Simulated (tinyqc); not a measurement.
# Debye-Callaway model of lattice thermal conductivity, step by step

A worked calculation. Computed by tinyqc, a small Python program that keeps every step. Command: `OMP_NUM_THREADS=1 python tinyqc.py 3016121 3016122 out.jsonl callaway walk`. One thread of a shared host (Intel(R) Xeon(R) Processor @ 2.30GHz), about 0.01 s of CPU time with the checks. Intermediate numbers are printed to about 6 digits and carried at full precision; extremes and crossings named in words are read from the listed rows.

Three acoustic branches with one velocity v, cut at omega_D = k_B Theta/hbar; x = hbar omega/(k_B T). v and Theta are separate inputs: Theta cuts off the heat-carrying modes, so C need not reach 3 k_B/V. gamma is an effective value that sets the umklapp rate. Heat flows along the wire.

Inputs (values chosen for the exercise, modelled on indium phosphide): sound velocity v = 3300 m/s; Debye temperature Theta = 311 K; volume per atom V = 25.3 angstrom^3; mean atomic mass M = 72.9 u; effective Grueneisen parameter gamma = 1.64; umklapp exponent divisor b = 2; alloy fraction f = 0.34; mass difference Delta M = 47.2 u; wire diameter D = 0.37 micrometre; specularity p = 0.4; normal-process factor f_N = 5; temperature T = 200 K; probe frequency omega/omega_D = 0.9.

Sample: wire. Point defects: alloy. Normal processes: included.

Constants: k_B = 1.380649e-23 J/K; hbar = 1.054571817e-34 J s; u = 1.6605390666e-27 kg.

## Mass-fluctuation parameter

For a random alloy on all sites Gamma = f (1 - f) (Delta M/M)^2, with M the mean mass; strain-field scattering is left out. A = V Gamma/(4 pi v^3).

Gamma = 0.0940701

Rayleigh coefficient A = 5.27012e-42 s^3

## Scattering rates at one frequency

Rates: point defects A omega^4; umklapp B omega^2 T exp(-Theta/(b T)) with B = hbar gamma^2/(M v^2 Theta); normal processes f_N B omega^2 T (T/Theta)^2. Boundaries: v/Lambda_B with Lambda_B = D (1 + p)/(1 - p). The resistive time is tau_R = 1/(boundary + point-defect + umklapp rates), and the free path is v tau_R.

omega = 3.66446e+13 rad/s

Rates:
```
process         rate (1/s)  rate x tau_R
boundaries     3.82239e+09   3.98489e-04
point defects  9.50300e+12      0.990700
umklapp        8.53857e+10    0.00890157
normal         3.84201e+11     0.0400534
```

tau_R = 1.04251e-13 s

free path = 0.344029 nm

The strongest resistive process at this frequency: point defects, 99 % of the resistive rate.

## The integrand on a coarse grid

x runs in ten equal steps to min(Theta/T, 12); g = x^4 e^x/(e^x - 1)^2; tau_C is the inverse of all rates summed; the last column is c tau_C g with c = (k_B/(2 pi^2 v)) (k_B T/hbar)^3.

Integrand:
```
x             g    tau_C (s)  c tau_C g (W/(m K))
0.1555  0.02413  9.03492e-11              8.29586
0.3110  0.09595  1.99257e-11              7.27425
0.4665  0.21372  5.76969e-12              4.69186
0.6220  0.37465  2.13962e-12              3.05008
0.7775  0.57495  9.48757e-13              2.07557
0.9330  0.81000  4.78546e-13              1.47489
1.0885  1.07446  2.65568e-13              1.08572
1.2440  1.36251  1.58541e-13              0.82192
1.3995  1.66795  1.00236e-13              0.63615
1.5550  1.98449  6.63674e-14              0.50113
```

The integrand is largest at the lowest frequency shown, whose long lifetime outweighs its small heat capacity.

## Thermal conductivity

kappa_1 = c int tau_C g dx, g = x^4 e^x/(e^x - 1)^2, c = (k_B/(2 pi^2 v)) (k_B T/hbar)^3, over 0 < x < min(Theta/T, 40), by 96 Gauss-Legendre points in s with x = x_max s^2; 1/tau_C = 1/tau_R + 1/tau_N; kappa_2 = c [int (tau_C/tau_N) g dx]^2 / int (tau_C/(tau_N tau_R)) g dx; kappa = kappa_1 + kappa_2. Heat capacity C = 3 c int g dx / v^2; grey free path 3 kappa/(C v); the median free path v tau_C halves kappa_1 when the quadrature points are ordered by free path (each counted at half its weight, interpolated in the logarithm); likewise at 10 % and 90 %.

kappa_1 = 4.65222 W/(m K)

kappa_2 = 0.0840084 W/(m K)

kappa = 4.73623 W/(m K)

heat capacity C = 1.16768e+06 J/(m^3 K)

grey free path = 3.68737 nm

median free path = 39.8740 nm

free path at 10 % of kappa_1 = 1.25914 nm

free path at 90 % of kappa_1 = 374.222 nm

The median free path is 11 times the grey one: a small share of the heat capacity, at low frequency, carries much of the heat. The middle 80 % of kappa_1 spans a factor 300 in free path. The Callaway term kappa_2 is 1.8 % of the total. Caution: for so large a Gamma the Rayleigh formula is only rough near omega_D.

## Leaving out one process at a time

The formulas are those given above.

Conductivity at T:
```
case                   kappa (W/(m K))  ratio to all
all processes                  4.73623             1
without point defects          71.6984       15.1383
without boundaries             6.73061       1.42109
without umklapp                5.04800       1.06583
```

Removing point defects raises kappa most, by a factor 15.1; removing umklapp gives only 1.07.

## Conductivity against temperature

The boundary limit is C v^2/(3 x boundary rate), with C = 3 c int g dx / v^2.

Kappa (W/(m K)):
```
T (K)  all processes  without point defects  boundary limit
3.1        0.0919538              0.0962895       0.0962895
6.2         0.556340               0.770316        0.770316
11           1.65917                4.30201         4.30201
19           3.26552                22.1596         22.1633
31           4.74566                92.3213         93.7407
53           5.99063                257.754         346.173
93           6.43828                217.376         755.998
160          5.52030                101.394         1040.40
250          3.83693                50.9224         1156.18
400          2.14879                25.7665         1210.72
```

kappa peaks among these rows at 93 K (T/Theta = 0.299) with 6.44 W/(m K). The exponent d ln kappa/d ln T is 2.60 at the cold end and -1.23 at the hot end. The normal rate is taken to grow as T^3 at all T, which overstates it above Theta. Point defects cost most at 53 K, a factor 43.0.

Checks made by the program: heat capacity against the Debye function (relative difference below 1e-10).
